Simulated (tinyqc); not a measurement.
Deep-level transient spectroscopy: one step of the calculation.

Schottky contact on an n-type layer with shallow donors Nd (all ionised) and a donor-like deep trap, neutral when filled and positive when empty; depletion approximation. Traps within lam of the depletion edge stay filled. A long pulse to Vp fills the traps beyond x1 = Wp - lam; back at Vr those between x1 and x2 = Wr - lam emit. A rate window reads S = C(t2) - C(t1).

Question. Widths. lam = sqrt(2 eps0 eps_r (EF - ET)/(q Nd)), EF - ET = Et - (kB T/q) ln(Nc(T)/Nd), Nc(T) = Nc (T/300 K)^1.5. In the steady state at the band bending V, 2 eps0 eps_r V/q = Nd W^2 + Nt (W - lam)^2 (the second term only if W > lam). V = Vbi + Vr gives Wr and V = Vbi + Vp gives Wp; x1 = max(Wp - lam, 0).

Inputs (values chosen for the exercise); material values close to those of silicon: relative permittivity eps_r = 11.5; conduction-band density of states at 300 K Nc = 2.77e19 cm^-3; shallow donor density Nd = 5.2e16 cm^-3; built-in voltage Vbi = 0.73 V; depth of the trap below the conduction edge Et = 0.2 eV; trap density Nt = 6.2e14 cm^-3; reverse bias Vr = 8.9 V; reverse bias during the filling pulse Vp = 0 V; temperature of the transient T = 136 K.

Constants: q = 1.602176634e-19 C, kB = 1.380649e-23 J/K, eps0 = 8.8541878128e-14 F/cm where lengths are in cm. Results are converted to the units shown.

Find: lam; Wr; Wp; x1; x2; G = (x2^2 - x1^2)/Wr^2.

Answer.

lam = 58.568 nm
Wr = 482.95 nm
Wp = 133.33 nm
x1 = 74.763 nm
x2 = 424.38 nm
G = (x2^2 - x1^2)/Wr^2 = 0.74820

tinyqc, about 0.01 s, one thread, Intel Xeon 2.30GHz (shared host): `OMP_NUM_THREADS=1 python tinyqc.py 2050148 2050149 out.jsonl`
